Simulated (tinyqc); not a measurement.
What the corrections do to the levels: formation energy of a charged point defect from supercell energies. Computed by tinyqc, a small Python program. Command: `OMP_NUM_THREADS=1 python tinyqc.py 3028242 3028243 out.jsonl formation walk`. One thread of a shared host (Intel(R) Xeon(R) Processor @ 2.30GHz), about 0.01 s of CPU time with the checks.

The host is a compound AB. Making the defect adds n_A = 0, n_B = -1, n_X = 1 atoms to the cell. All total energies are inputs. E_F is counted from the valence-band maximum (VBM); x = 0 is A-rich and x = 1 B-rich growth.

Inputs (values chosen for the exercise, with gap and screening modelled on InP):

| quantity | value | unit |
|---|---|---|
| gap E_g | 1.35 | eV |
| E_VBM of the host cell | 2.343 | eV |
| potential alignment dV | -0.0031 | eV |
| dielectric constant eps | 12.6 | - |
| cell length L | 12.9 | angstrom |
| mu_B of the pure element | -2.806 | eV |
| formation enthalpy dH of AB | -0.988 | eV |
| growth condition x | 0.47 | - |
| mu_X of the pure element | -6.902 | eV |
| formation enthalpy of AX | -0.71 | eV |

Defect: impurity X on a B site. Supercell lattice: fcc.

charge states q: 0  -1  -2  -3

E(defect, q) - E(host), in the order of q (eV): -0.441  2.185  4.752  7.188

Constants: e^2/(4 pi eps_0) = 14.39964548 eV angstrom.

Method:
- dmu_A = x dH and dmu_B = (1 - x) dH, so that dmu_A + dmu_B = dH; mu = mu(element) + dmu. The impurity is held at its solubility limit: dmu_X = min(0, dH(AX) - dmu_A).
- The reservoir term is sum n_i mu_i.
- Image-charge correction of a point charge in a neutralising background: E_corr = q^2 alpha e^2/(4 pi eps_0) / (2 eps L), alpha = 2.888282 for a fcc array with L the cube root of the volume.
- E_f(q, E_F) = [E(defect, q) - E(host)] - sum n_i mu_i + q (E_VBM + dV + E_F) + E_corr(q).
- Levels eps(q/q-1) with the terms q dV and E_corr left out or kept.

E_f(q, 0) (eV): (q=0) 3.37700, (q=-1) 3.79104, (q=-2) 4.40195, (q=-3) 5.13775

E_corr (eV): (q=0) 0.00000, (q=-1) 0.12794, (q=-2) 0.51175, (q=-3) 1.15145

Levels above the VBM (eV):

| level | raw | with alignment | with image charge | with both |
|---|---|---|---|---|
| (0/-1) | 0.28300 | 0.28610 | 0.41094 | 0.41404 |
| (-1/-2) | 0.22400 | 0.22710 | 0.60782 | 0.61092 |
| (-2/-3) | 0.09300 | 0.09610 | 0.73269 | 0.73579 |

What follows from these numbers?

Alignment moves every level by -dV = +0.003 eV. The image term moves eps(q/q-1) by (1 - 2q) E_corr(1): (0/-1) by +0.128, (-1/-2) by +0.384, (-2/-3) by +0.640 eV, donor levels down and acceptor levels up. It adds 2 E_corr(1) = 0.256 eV to every U, which turns an apparent negative U of the raw energies into a positive one. Caution: the largest image-charge correction in these energies, q^2 alpha e^2/(8 pi eps_0 eps L) with alpha = 2.888282, exceeds a quarter of the gap; the point-charge term alone is then a rough estimate, usually too large for a charge that is spread out.

Extremes, crossings and ranges named in words are read from the listed rows.
